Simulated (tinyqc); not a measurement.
## Single-photon avalanche diode, trigger probability and counting: effect of the width of the multiplication layer

A multiplication layer of width W with the uniform field V/W; alpha = an exp(-bn/E) for electrons, beta = ap exp(-bp/E) for holes (local model, no dead space). a = alpha W, b = beta W. Electrons enter at x = 0, holes at x = W. P0 is the probability that an electron entering at 0 starts a lasting avalanche, PW the same for a hole entering at W.

Breakdown: ln(a/b) = a - b with a not equal to b. Above it PW/(1 - PW) = [P0/(1 - P0)] exp(b - a) and b ln(1 - P0) = a ln(1 - PW); the mean over pairs made evenly in the layer is Pm = ln[(1 - PW)/(1 - P0)]/(a - b). The excess bias is 10 % of VB in every row.

Values chosen for this exercise; ionisation coefficients close to those of germanium: electron prefactor an = 1.54e7 1/cm; electron field bn = 1.6 MV/cm; hole prefactor ap = 1.01e7 1/cm; hole field bp = 1.29 MV/cm.

Result of one run:
```
W (um)  VB (V)  E at VB (MV/cm)  beta/alpha at VB      P0      PW
1.1      21.84           0.1986             3.125  0.5732  0.9006
```

What becomes of these results when the width of the multiplication layer W is changed from 1.1 to 0.67 um, all else the same?

Result of the changed run:
```
W (um)  VB (V)  E at VB (MV/cm)  beta/alpha at VB      P0      PW
0.67     14.30           0.2134             2.804  0.5655  0.8710
```

The whole series:
```
W (um)  VB (V)  E at VB (MV/cm)  beta/alpha at VB      P0      PW
0.15     4.127           0.2751             2.024  0.5273  0.7456
0.25     6.261           0.2504             2.261  0.5432  0.7947
0.41     9.445           0.2304             2.519  0.5557  0.8360
0.67     14.30           0.2134             2.804  0.5655  0.8710
1.1      21.84           0.1986             3.125  0.5732  0.9006
1.8      33.43           0.1857             3.481  0.5789  0.9248
3        52.21           0.1740             3.894  0.5830  0.9448
5        81.85           0.1637             4.357  0.5854  0.9604
```

As W grows, VB rises from 4.13 to 81.9 V, as W^(0.85) on average, the breakdown field falls from 0.275 to 0.164 MV/cm and beta/alpha rises from 2.02 to 4.36. At equal relative excess P0 rises from 0.527 to 0.585 and PW rises from 0.746 to 0.960. For W = 0.15, 0.25 dead space and band-to-band tunnelling, left out here, matter.

Numbers from tinyqc (`OMP_NUM_THREADS=1 python tinyqc.py 2630037 2630038 out.jsonl`; about 0.01 s on one thread of a shared Intel Xeon 2.30GHz).
